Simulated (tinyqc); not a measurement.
Potential-pH (Pourbaix) lines of a metal, its cation, its oxide and an oxyanion, with a complexing ligand: one step, computed by the program tinyqc. Command: `OMP_NUM_THREADS=1 python tinyqc.py 3005834 3005835 out.jsonl pourb walk`. One thread of a shared host (Intel(R) Xeon(R) Processor @ 2.30GHz), about 0.01 s of CPU time with the checks.

Potentials are against the standard hydrogen electrode; solids and water have unit activity; dG_f of M, H+ and the electron is zero; F = e N_A and s = R T ln(10)/F. The cation carries z = 3.

Problem. Standard potentials. M3+ + 3e = M; (1/2) M2O3 + 3H+ + 3e = M + (3/2) H2O; MO2(-) + 4H+ + 3e = M + 2H2O. For each, E0 = -dG/(z F), and E = E0 + (s/z) log10 a - (s n_H/z) pH, with no activity term for the oxide.

Inputs (values chosen for the exercise, modelled on aluminium): dG_f of the cation = -489.4 kJ/mol; dG_f of the oxide = -1581.9 kJ/mol; dG_f of the oxyanion = -827.49 kJ/mol; dG_f of water = -237.14 kJ/mol; temperature T = 298.15 K.

Species: M, M3+, M2O3, MO2(-).

Constants: R = 8.314462618 J/(mol K); e = 1.602176634e-19 C; N_A = 6.02214076e+23 1/mol.

Give: s; E0.

Solution.

s = 0.059159 V

E0 (V): cation -1.6908, oxide -1.5036, oxyanion -1.2203

The metal is less noble than hydrogen.
